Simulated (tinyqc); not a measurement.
Off-state leakage of single and stacked transistors: leakage components against the threshold.

n-channel devices of unit width. Subthreshold current I(Vg, Vs, Vd) = I0 (T/300 K)^0.5 exp[(Vg - Vs - VT(T) - gb (Vs - Vb) + dd (Vd - Vs))/(nf Vt)] (1 - exp(-(Vd - Vs)/Vt)), VT(T) = VT - cT (T - 300 K). Gate-edge tunnelling Ig (Vd/1 V) exp(ag (Vd - 1 V)), for a gate at 0 V, and band-to-band leakage Ab u exp(-Bb/u), u = Vd - Vb + 1 V, flow at a drain held at V; both are taken as independent of T. In a stack of off transistors (all gates at 0 V) the same subthreshold current passes through each.

One transistor with Vg = Vs = 0, Vd = V; stack factor I(one)/I(two in series).

Values chosen for this exercise; values of the order met in bulk silicon logic transistors:
```
symbol,value,unit,meaning
T,378,K,temperature
V,0.8,V,supply voltage
cT,0.6,mV/K,fall of the threshold with temperature
I0,0.24,uA/um,current at threshold at 300 K
nf,1.18,,slope factor
dd,0.1,,drain-induced lowering per volt
gb,0.09,,rise of the threshold per volt of source-body bias
Ig,8e-6,uA/um,gate-edge tunnelling current at 1 V
ag,4.5,1/V,exponential slope of the gate current
Ab,2,uA/(um V),prefactor of band-to-band leakage at the drain
Bb,21,V,its exponential voltage
Vb,0,V,body voltage
```

Constants: q = 1.602176634e-19 C, kB = 1.380649e-23 J/K, Vt = kB T/q. Results are converted to the units shown.

The same in every row: gate edge (nA/um) = 0.002602; band-to-band (nA/um) = 0.03087; stack factor = 7.764.

Leakage components against the threshold:
```
VT (V)	subthreshold (nA/um)	total (nA/um)	largest part
0.15	147.3	147.4	subthreshold
0.2	40.12	40.15	subthreshold
0.25	10.92	10.96	subthreshold
0.3	2.975	3.008	subthreshold
0.35	0.8100	0.8435	subthreshold
0.4	0.2206	0.2540	subthreshold
0.45	0.06006	0.09353	subthreshold
0.5	0.01635	0.04983	band-to-band
0.55	0.004453	0.03793	band-to-band
0.6	0.001213	0.03468	band-to-band
```

Read the table: what changes, and by how much?

As VT goes from 0.15 to 0.6, the total leakage falls from 147 to 0.0347 nA/um. The subthreshold part leads at VT = 0.15, the band-to-band part from 0.5 on. The reduction by a stack of two stays at 7.76, for the subthreshold part alone. For VT = 0.15, 0.2 the gate is within about 3 nf Vt of threshold, where the exponential law overstates the current.

tinyqc, about 0.04 s, one thread, Intel Xeon 2.30GHz (shared host): `OMP_NUM_THREADS=1 python tinyqc.py 2242165 2242166 out.jsonl`
